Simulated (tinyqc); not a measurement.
Inside a calculation. Method: Jacobi rotations on a symmetric matrix. Computed by tinyqc, a small Python program that keeps every step. Settings: method = jacobi. Command: `OMP_NUM_THREADS=1 python tinyqc.py 20862 20863 out.jsonl` (the two numbers bound the seeds that draw the settings). One thread of a shared host (Intel(R) Xeon(R) Processor @ 2.60GHz), about 0.01 s of CPU time with the checks.

## Jacobi rotation 1

A:
```
,1,2,3,4,5
1,0.6290,0.3250,-0.3420,0.3870,0.1290
2,0.3250,0.8580,-0.1390,0.0410,-0.3080
3,-0.3420,-0.1390,1.0020,-0.1040,-0.1240
4,0.3870,0.0410,-0.1040,2.3150,-0.2300
5,0.1290,-0.3080,-0.1240,-0.2300,4.7220
```

Take the largest off-diagonal element A_pq; tan 2 theta = 2 A_pq / (A_qq - A_pp) with |theta| <= pi/4; A' = J^T A J with J_pp = J_qq = cos, J_pq = sin, J_qp = -sin.

p, q, theta (rad): 1.0000  4.0000  0.2152

A':
```
,1,2,3,4,5
1,0.5444,0.3087,-0.3119,0.0000,0.1751
2,0.3087,0.8580,-0.1390,0.1095,-0.3080
3,-0.3119,-0.1390,1.0020,-0.1746,-0.1240
4,0.0000,0.1095,-0.1746,2.3996,-0.1971
5,0.1751,-0.3080,-0.1240,-0.1971,4.7220
```

## Jacobi rotation 2

As before.

p, q, theta (rad): 1.0000  3.0000  -0.4690

A':
```
,1,2,3,4,5
1,0.3864,0.2126,0.0000,-0.0789,0.1002
2,0.2126,0.8580,-0.2635,0.1095,-0.3080
3,0.0000,-0.2635,1.1600,-0.1558,-0.1898
4,-0.0789,0.1095,-0.1558,2.3996,-0.1971
5,0.1002,-0.3080,-0.1898,-0.1971,4.7220
```

## All rotations

The off-diagonal norm falls at every rotation.

Rotations:
```
step,p,q,theta,off-diagonal norm
1,1,4,0.2152,9.32e-01
2,1,3,-0.4690,8.21e-01
3,2,5,-0.0790,6.96e-01
4,2,3,-0.5197,5.74e-01
5,4,5,-0.0866,4.96e-01
6,3,4,-0.1747,4.13e-01
7,1,2,0.4619,3.13e-01
8,3,5,-0.0367,2.55e-01
9,1,5,0.0271,1.89e-01
10,1,3,-0.1021,1.21e-01
11,2,3,-0.1041,9.25e-02
...,...,...,...,...
18,3,5,2.14e-04,1.10e-03
19,1,3,0.0006,5.83e-04
20,2,5,8.05e-05,3.62e-04
21,1,5,4.69e-05,2.06e-04
22,2,3,2.25e-04,1.16e-04
23,1,4,3.82e-05,8.65e-06
24,4,5,2.28e-06,4.16e-06
25,2,4,-1.78e-06,2.57e-07
26,3,5,4.22e-08,1.52e-07
27,1,2,-1.95e-07,7.26e-08
28,3,4,4.58e-08,2.99e-10
```

eigenvalues: 0.2766  0.7634  1.2963  2.4171  4.7727
